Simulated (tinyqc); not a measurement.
# Undoped gate-all-around wire MOSFET, analytic charge model: what changes with what

An undoped round wire of radius R under an insulator shell and a surrounding gate; long channel, electrons only, n = ni exp((psi - V)/Vt) with V the quasi-Fermi potential (0 at the source, Vd at the drain), constant mobility, no quantisation. The radial Poisson equation gives n(r) = n(0)/(1 - (1 - b) r^2/R^2)^2 with b = Q0/(Q + Q0). Q is the electron charge per area of the wire surface.

Inputs (values chosen for the exercise); material values those of a made-up semiconductor:
```
symbol    value        unit                                             meaning
T           325           K                                         temperature
Eg         1.01          eV                                            band gap
eps_r      11.4                      relative permittivity of the semiconductor
Nc      3.03e19       cm^-3              conduction-band density of states at T
Nv      3.07e19       cm^-3                 valence-band density of states at T
eox        7.78                     relative permittivity of the gate insulator
tox         2.3          nm                                 insulator thickness
R            10          nm                                         wire radius
dphi       0.01           V  gate work function less that of the intrinsic body
mu          710  cm^2/(V s)                                    channel mobility
L           0.2          um                                         gate length
Vd            1           V                                       drain voltage
```

Constants: q = 1.602176634e-19 C, kB = 1.380649e-23 J/K, Vt = kB T/q, eps0 = 8.8541878128e-14 F/cm where lengths are in cm. Results are converted to the units shown.

Each table varies one quantity; the others keep the values above.

## Effect of the wire radius

ni = sqrt(Nc Nv) exp(-Eg/(2 Vt)), Eg in volts; Cox = eps0 eox/(R ln(1 + tox/R)); Q0 = 4 eps0 eps_r Vt/R; V0 = dphi + Vt ln[8 eps0 eps_r Vt/(q ni R^2)]. Q solves Vg - V0 - V = Q/Cox + Vt ln(Q/Q0) + Vt ln(1 + Q/Q0). I = mu (2 pi R/L)[2 Vt (Qs - Qd) + (Qs^2 - Qd^2)/(2 Cox) + Vt Q0 ln((Qd + Q0)/(Qs + Q0))], with Qs at V = 0 and Qd at V = Vd.  I(low) is taken at Vg = 0.18 V, Qs and I(high) at Vg = 0.93 V.

Effect of the wire radius:
```
R (nm)	V0 (V)	I(low) (nA)	Qs(high) (nC/cm^2)	I(high) (uA)
3.3	0.4910	0.01061	1398	22.83
4.7	0.4712	0.02153	1320	31.25
6.5	0.4531	0.04117	1267	42.05
9.1	0.4342	0.08069	1226	57.64
13	0.4142	0.1647	1194	81.04
18	0.3960	0.3156	1173	111.1
25	0.3776	0.6087	1157	153.1
```

What does the comparison show?

As R goes from 3.3 to 25 nm, I(low) rises from 0.0106 to 0.609 nA and I(high) rises from 22.8 to 153 uA. On average I(low) goes as R^(2.00) and I(high) goes as R^(0.94). Below threshold the charge is proportional to the cross-section of the body; above it the insulator sets the charge. In every row the surface density at the source at the higher gate voltage passes 0.3 Nc, where Boltzmann statistics fail. In every row mu V/L at the higher gate voltage, with V the smaller of Vd and Vg - V0, passes 3e6 cm/s, so velocity saturation would lower the current. For R = 3.3 to 4.7 nm the body is thin enough for quantum confinement, left out here, to raise the threshold.

## Output curve

Same model as above.

I = mu (2 pi R/L)[2 Vt (Qs - Qd) + (Qs^2 - Qd^2)/(2 Cox) + Vt Q0 ln((Qd + Q0)/(Qs + Q0))], with Qs at V = 0 and Qd at V = Vd.

In this table Vg = 0.97 V.

Results:
```
Vd (V)	Qd (nC/cm^2)	Qd/Qs	I (uA)
0.11	1015	0.7618	28.79
0.21	738.6	0.5541	48.32
0.3	504.6	0.3785	60.77
0.4	272.9	0.2047	69.37
0.49	109.6	0.08225	73.11
0.58	19.49	0.01462	74.26
0.78	0.02228	1.672e-5	74.41
0.87	8.965e-4	6.725e-7	74.41
```

Estimate the missing row, Vd = 0.68 V.

Computed row:
```
Vd (V)	Qd (nC/cm^2)	Qd/Qs	I (uA)
0.68	0.7803	5.854e-4	74.40
```

With this row back in the table: The current rises from 28.8 to 74.4 uA, while the charge at the drain end falls from 0.76 to 6.7e-7 of that at the source. The current first comes within 1 % of its last value at Vd = 0.58 V among the rows. Over the last rows Qd falls by a factor of e for each Vt of drain voltage: the drain end is in weak inversion. In every row the surface density at the source passes 0.3 Nc, where Boltzmann statistics fail. In every row mu V/L, with V the smaller of Vd and Vg - V0, passes 3e6 cm/s, so velocity saturation would lower the current.

## Effect of the insulator thickness

Same model as above.

The same in every row: V0 (V) = 0.42894.

Effect of the insulator thickness:
```
tox (nm)	I(low) (nA)	Qs(high) (nC/cm^2)	I(high) (uA)
0.77	0.097442	2947.3	138.81
1.1	0.097440	2200.6	107.19
1.6	0.097439	1624.1	81.743
2.3	0.097436	1216.3	63.037
3.3	0.097433	919.00	48.914
4.8	0.097429	694.37	37.890
6.9	0.097424	536.29	29.899
```

Read the table: what changes, and by how much?

As tox goes from 0.77 to 6.9 nm, I(low) stays near 0.0974 nA and I(high) falls from 139 to 29.9 uA. On average I(low) is independent of tox and I(high) goes as tox^(-0.70). Below threshold no voltage drops over the insulator in this long-channel model, so its thickness does not matter there. In every row the surface density at the source at the higher gate voltage passes 0.3 Nc, where Boltzmann statistics fail. In every row mu V/L at the higher gate voltage, with V the smaller of Vd and Vg - V0, passes 3e6 cm/s, so velocity saturation would lower the current.

Numbers from tinyqc (`OMP_NUM_THREADS=1 python tinyqc.py 2460022 2460023 out.jsonl`; about 0.02 s on one thread of a shared Intel Xeon 2.30GHz).
